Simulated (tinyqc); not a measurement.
## Ellipsometry and reflectance of a transparent film on an absorbing substrate: effect of the angle of incidence

Air (index 1), film, substrate with N2 = n2 - i k2; time factor exp(+i w t). q_j = sqrt(N_j^2 - sin^2 th), root with positive real part. Fresnel coefficients r_s = (q_a - q_b)/(q_a + q_b), r_p = (N_b^2 q_a - N_a^2 q_b)/(N_b^2 q_a + N_a^2 q_b). tan(Psi) exp(i Delta) = R_p/R_s, Delta taken from 0 to 360 degrees.

beta = 2 pi d q1/lam, X = exp(-2 i beta), R = (r01 + r12 X)/(1 + r01 r12 X) for p and s. dDelta/dd is the derivative of Delta; period lam/(2 q1).

Values chosen for this exercise; indices close to those of photoresist on silicon:
- lam = 546.1 nm (wavelength)
- n1 = 1.628 (index of the transparent film)
- d = 66 nm (film thickness)
- n2 = 4.086 (index of the substrate)
- k2 = 0.031 (extinction coefficient of the substrate)

Effect of the angle of incidence:
```
th (degrees)  Psi (degrees)  Delta (degrees)  |R_p|^2  |R_s|^2  dDelta/dd (degrees/nm)  period (nm)
50                    38.40            132.8   0.1223   0.1947                 -0.5464        190.1
55                    37.00            120.5   0.1303   0.2295                 -0.6186        194.1
60                    35.87            106.3   0.1436   0.2748                 -0.6378        198.1
65                    35.28            90.23   0.1670   0.3335                 -0.5870        201.9
70                    35.52            72.75   0.2087   0.4096                 -0.4715        205.4
75                    36.73            54.50   0.2827   0.5078                 -0.3246        208.4
80                    38.87            36.11   0.4120   0.6340                 -0.1877        210.6
85                    41.74            17.94   0.6333   0.7953                -0.08189        212.1
```

Psi goes from 38.4 through a minimum of 35.3 (at th = 65 among the rows listed) to 41.7 degrees and |R_p|^2 rises from 0.122 to 0.633. The slope of Delta is largest in size, 0.638 degrees/nm, at th = 60 among the rows. The bare substrate has its smallest |R_p| near arctan(n2) = 76.2 degrees.

Numbers from tinyqc (`OMP_NUM_THREADS=1 python tinyqc.py 2870136 2870137 out.jsonl`; about 0.4 s on one thread of a shared Intel Xeon 2.30GHz).
